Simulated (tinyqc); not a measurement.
Time-dependent dielectric breakdown: cell percolation, Weibull statistics, area scaling and voltage extrapolation: one step, computed by the program tinyqc. Command: `OMP_NUM_THREADS=1 python tinyqc.py 3008924 3008925 out.jsonl tddb walk`. One thread of a shared host (Intel(R) Xeon(R) Processor @ 2.30GHz), about 0.01 s of CPU time with the checks.

The oxide is divided into columns of area a^2, each holding m = t_ox/a cells (m is taken as continuous). A share lambda(t) = (t/t_1)^alpha of the cells is defective, and a column whose cells are all defective breaks down.

Problem. A sample of breakdown times. Each device fails at t = t63 (-ln(1 - u))^(1/beta). Sort the times; median rank F_i = (i - 0.3)/(n_s + 0.4) for n_s devices; W = ln(-ln(1 - F_i)).

characteristic life t63 = 4683.528 s

uniform random numbers u: [0.5560, 0.2882, 0.5222, 0.6814, 0.6874, 0.1144, 0.0530, 0.3087, 0.7910, 0.5654, 0.0688, 0.5754]

Weibull slope beta = 1.3

Give: Weibull plot.

Solution.

Weibull plot:
```
i,t (s),F_i,ln t,W
1,499,0.0565,6.213,-2.845
2,614,0.1371,6.420,-1.914
3,925,0.2177,6.830,-1.404
4,2042,0.2984,7.622,-1.037
5,2176,0.3790,7.685,-0.741
6,3710,0.4597,8.219,-0.485
7,3990,0.5403,8.292,-0.252
8,4071,0.6210,8.312,-0.030
9,4158,0.7016,8.333,0.190
10,5194,0.7823,8.555,0.422
11,5260,0.8629,8.568,0.687
12,6611,0.9435,8.797,1.056
```

Caution: t_1 is an input here; in a real oxide it changes with thickness at fixed voltage.
